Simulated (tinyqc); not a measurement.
Inside a calculation. Model: tunnelling through a two-layer gate stack, WKB transmission and Tsu-Esaki current.

Numbers from tinyqc (`OMP_NUM_THREADS=1 python tinyqc.py 2540094 2540095 out.jsonl`; about 0.02 s on one thread of a shared Intel Xeon 2.30GHz). Printed values are rounded.

Electrons leave the emitter at x = 0. Energies E (motion across the layers) are in eV from the emitter Fermi level; the collector Fermi level lies at -V and offers states at every E. No charge in the dielectric and no image force: F1 = V/(t1 + t2 eps1/eps2), F2 = F1 eps1/eps2; U = phi1 - F1 x in layer 1 and phi2 - F1 t1 - F2 (x - t1) in layer 2. With C = hbar^2/(2 m0), kappa = sqrt(m (U - E)/C) where U > E and 0 elsewhere; T(E) = exp(-S), S = 2 times the integral of kappa over x.

Inputs (values chosen for the exercise); layer 1 close to aluminium oxide, layer 2 close to hafnium oxide:
- T = 300 K (temperature)
- Ef = 0.19 eV (Fermi energy of the emitter above its band bottom)
- me = 1 m0 (emitter mass in the supply function)
- phi1 = 2.7 eV (barrier of layer 1 above the emitter Fermi level at zero bias)
- m1 = 0.4 m0 (tunnelling mass of layer 1)
- t1 = 0.9 nm (thickness of layer 1)
- eps1 = 9.39 (relative permittivity of layer 1)
- phi2 = 1.5 eV (barrier of layer 2 at zero bias)
- m2 = 0.2 m0 (tunnelling mass of layer 2)
- t2 = 1.7 nm (thickness of layer 2)
- eps2 = 21.9 (relative permittivity of layer 2)
- V = 0.3 V (voltage across the dielectric)
- E = 0 eV (energy of the electron followed)
- nc = 4 (cells in each layer)
- Ea = -0.19 eV (lower end of the energy grid)
- Eb = 0.27 eV (upper end of the energy grid)
- nE = 11 (points of the energy grid)

Constants: q = 1.602176634e-19 C, kB = 1.380649e-23 J/K, hbar = 1.054571817e-34 J s, m0 = 9.1093837015e-31 kg, Vt = kB T/q, hbar^2/(2 m0) = 0.0380998212 eV nm^2. Results are converted to the units shown.

## Fields and band edges

F1 = V/(t1 + t2 eps1/eps2), F2 = F1 eps1/eps2; U = phi1 - F1 x in layer 1 and phi2 - F1 t1 - F2 (x - t1) in layer 2. EOT = 3.9 (t1/eps1 + t2/eps2).

F1 = 1.841729 MV/cm
F2 = 0.7896729 MV/cm
U at the end of layer 1 = 2.534244 eV
U at the start of layer 2 = 1.334244 eV
U at the end of layer 2 = 1.2 eV
EOT = 0.6765416 nm

## WKB exponent by the midpoint rule

Cut each layer into nc equal cells, take U and kappa at the cell centres, and sum S = 2 sum kappa h.

```
cell	x (nm)	U (eV)	kappa (1/nm)
0	0.112500	2.679281	5.303684
1	0.337500	2.637842	5.262509
2	0.562500	2.596403	5.221010
3	0.787500	2.554964	5.179179
4	1.112500	1.317464	2.629801
5	1.537500	1.283903	2.596089
6	1.962500	1.250342	2.561934
7	2.387500	1.216781	2.527317
```

S = 18.20274
T(E) = 1.243512e-8

## WKB exponent in closed form

Each layer adds (2/F) sqrt(m/C) [G(u at its left edge) - G(u at its right edge)] to S, with u = U - E (0 where negative) and G(u) = (2/3) u^1.5. The slope follows from 1/d = -dS/dE.

S = 18.20265
T(E) = 1.243622e-8
energy d over which T(E) grows by a factor e = 0.18996 eV

The midpoint rule gives S = 18.203, so its T(E) is within 0.01 % of this value. The band edge stays above E through the whole stack: direct tunnelling through a trapezoid.

## Current density on a coarse energy grid

J = J0 times the integral of T(E) N(E) dE, N = ln[(1 + exp(-E/Vt))/(1 + exp((-E - V)/Vt))], J0 = q^2 me m0 kB T/(2 pi^2 hbar^3) (times 1e-4 for A/cm^2 per eV), by Simpson's rule on nE equally spaced points from Ea to Eb.

```
point	E (eV)	T(E)	N	T(E) N
0	-0.1900000	4.708711e-9	7.336077	3.454347e-8
1	-0.1440000	5.926751e-9	5.571579	3.302136e-8
2	-0.0980000	7.483298e-9	3.812731	2.853180e-8
3	-0.0520000	9.479671e-9	2.136952	2.025760e-8
4	-0.0060000	1.204993e-8	0.8158990	9.831528e-9
5	0.0400000	1.537234e-8	0.1929532	2.966143e-9
6	0.0860000	1.968518e-8	0.03528379	6.945675e-10
7	0.1320000	2.530866e-8	0.006042003	1.529150e-10
8	0.1780000	3.267573e-8	0.001022129	3.339881e-11
9	0.2240000	4.237528e-8	1.725537e-4	7.312010e-12
10	0.2700000	5.521376e-8	2.911986e-5	1.607817e-12
```

J0 = 4.183657e8 A/(cm^2 eV)
J = 2.170489 A/cm^2

The integrand peaks at E = -0.190 eV among these points. A converged quadrature from -Ef to above the barrier gives 2.170 A/cm^2; this grid is 0.037 % above that.
